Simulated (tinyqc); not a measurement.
Worked calculation: implant damage, amorphisation by cascade overlap, and solid-phase epitaxial regrowth. Computed by tinyqc, a small Python program that keeps every step. Command: `OMP_NUM_THREADS=1 python tinyqc.py 3110455 3110456 out.jsonl sper walk`. One thread of a shared host (Intel(R) Xeon(R) Processor @ 2.30GHz), about 0.01 s of CPU time with the checks. Intermediate numbers are printed to about 6 digits and carried at full precision; extremes and crossings named in words are read from the listed rows.

Range and width of the damage are inputs. Dynamic annealing enters only through the surviving share f.

Inputs (values chosen for the exercise, modelled on germanium ions in silicon):

| quantity | value | unit |
|---|---|---|
| atomic density N | 49.9 | 1/nm^3 |
| ion Z1 | 32 | - |
| ion mass M1 | 72.6 | u |
| target Z2 | 14 | - |
| target mass M2 | 28.09 | u |
| ion energy E | 160 | keV |
| displacement energy E_d | 13 | eV |
| depth of the damage peak R_d | 81 | nm |
| width of the damage profile s_d | 37 | nm |
| share of defects that survive f | 0.51 | - |
| critical displaced share x_c | 0.12 | - |
| dose Q | 2.7e+15 | 1/cm^2 |
| overlaps needed n | 1 | - |
| area amorphised by one track A_i | 0.75 | nm^2 |
| regrowth prefactor v0 | 5.7e+15 | nm/s |
| regrowth energy E_a | 2.71 | eV |
| anneal temperature | 518 | C |
| rate relative to (100) | 0.04 | - |
| peak enhancement by the dopant | 5.1 | - |
| ramp rate | 110 | K/s |

Constants: a_0 = 0.529177210903 angstrom; e^2/(4 pi eps_0) = 14.39964548 eV angstrom; k_B = 8.617333262e-05 eV/K.

## Damage energy and displacements per ion

Robinson partition: eps = E a M2/(Z1 Z2 (e^2/(4 pi eps_0)) (M1 + M2)), a = 0.8853 a_0/sqrt(Z1^(2/3) + Z2^(2/3)); k = 0.0793 Z1^(2/3) Z2^(1/2) (M1 + M2)^(3/2)/((Z1^(2/3) + Z2^(2/3))^(3/4) M1^(3/2) M2^(1/2)); damage energy T_d = E/(1 + k (eps + 0.40244 eps^(3/4) + 3.4008 eps^(1/6))); displacements nu = 0.8 T_d/(2 E_d).

reduced energy eps = 0.813224

k = 0.115815

damage energy T_d = 105.637 keV

T_d/E = 0.660232

displacements per ion nu = 3250.37

34 % of the energy goes to electrons.

## The amorphous layer

Displaced share x(z) = f nu Q exp(-(z - R_d)^2/(2 s_d^2))/(sqrt(2 pi) s_d N); the layer is amorphous where x > x_c, between R_d -/+ s_d sqrt(2 ln(x_max/x_c)), the upper edge being cut at the surface. Threshold dose Q_c = Q x_c/x_max.

peak displaced share x_max = 9.67107

threshold dose Q_c = 3.35020e+13 1/cm^2

upper edge = 0 nm

lower edge = 190.627 nm

The layer reaches the surface. Caution: x above 1 counts atoms displaced more than once.

## Damage left below the interface

Displaced atoms per area beyond the lower edge z2: f nu Q (1/2) erfc((z2 - R_d)/(sqrt2 s_d)); they are not removed by regrowth.

share of the damage beyond z2 = 0.00152375

displaced atoms beyond z2 = 6.81996e+15 1/cm^2

## Layer against dose

The formulas are those given above.

Dose series; the last column is f nu Q erfc((z2 - R_d)/(sqrt2 s_d))/2:

| Q (1/cm^2) | x_max | upper edge (nm) | lower edge (nm) | displaced atoms beyond z2 (1/cm^2) |
|---|---|---|---|---|
| 3.69e+13 | 0.13217 | 64.7362 | 97.264 | 2.01935e+16 |
| 5.03e+13 | 0.18017 | 47.6425 | 114.358 | 1.53128e+16 |
| 8.38e+13 | 0.30016 | 30.8973 | 131.103 | 1.22034e+16 |
| 1.34e+14 | 0.47997 | 19.3923 | 142.608 | 1.06509e+16 |
| 2.35e+14 | 0.84174 | 7.9687 | 154.031 | 9.42773e+15 |
| 4.02e+14 | 1.43992 | 0.0000 | 163.483 | 8.59484e+15 |
| 8.38e+14 | 3.00162 | 0.0000 | 174.887 | 7.75505e+15 |
| 1.68e+15 | 6.01756 | 0.0000 | 184.533 | 7.15574e+15 |

A dose 46 times larger moves the lower edge from 97.3 to 185 nm, as the root of a logarithm, and the damage beyond it falls by a factor 2.8, since the edge lies on an ever steeper tail. The layer reaches the surface at Q_c exp(R_d^2/(2 s_d^2)) = 3.68e14 per cm^2.

## Overlap model

Gibbons model: a point turns amorphous after n + 1 hits; with y = A_i Q the amorphous share is 1 - exp(-y) sum_(k=0..n) y^k/k!. Doses are set by y.

Amorphous share:

| y | Q (1/cm^2) | direct impact (n = 0) | given n |
|---|---|---|---|
| 0.1 | 1.33333e+13 | 0.095163 | 0.004679 |
| 0.3 | 4.00000e+13 | 0.259182 | 0.036936 |
| 0.6 | 8.00000e+13 | 0.451188 | 0.121901 |
| 1.0 | 1.33333e+14 | 0.632121 | 0.264241 |
| 2.0 | 2.66667e+14 | 0.864665 | 0.593994 |
| 3.0 | 4.00000e+14 | 0.950213 | 0.800852 |
| 5.0 | 6.66667e+14 | 0.993262 | 0.959572 |
| 8.0 | 1.06667e+15 | 0.999665 | 0.996981 |

At small y the share grows as y^2; between the first rows the exponent is 1.88.

## Isothermal regrowth

v = v0 x orientation factor x exp(-E_a/(k_B T)) x [1 + (enhancement - 1) exp(-(z - R_d)^2/(2 s_d^2))], T = anneal temperature + 273.15 K; the dopant is taken to follow the damage profile; the lower front moves from the lower edge z2 to the surface, or to the middle (z1 + z2)/2 of a buried layer with upper edge z1; time = int dz/v; the equivalent undoped distance is that time times the undoped velocity.

undoped velocity = 0.00124369 nm/s

distance to regrow = 190.627 nm

time without enhancement = 153276 s

equivalent undoped distance = 83.5342 nm

time with enhancement = 67166.4 s

The rate doubles for each 14 K or so near this temperature. Caution: regrowth on (111) is not only slow but leaves twins, which a single velocity does not describe.

## Regrowth during a ramp

On a linear ramp from 200 C regrowth ends at the T_f where int v_undoped dT/(ramp rate) equals the equivalent undoped distance.

temperature at which regrowth ends = 866.770 C

Checks made by the program: tail against quadrature of x(z) N (relative difference below 1e-10).
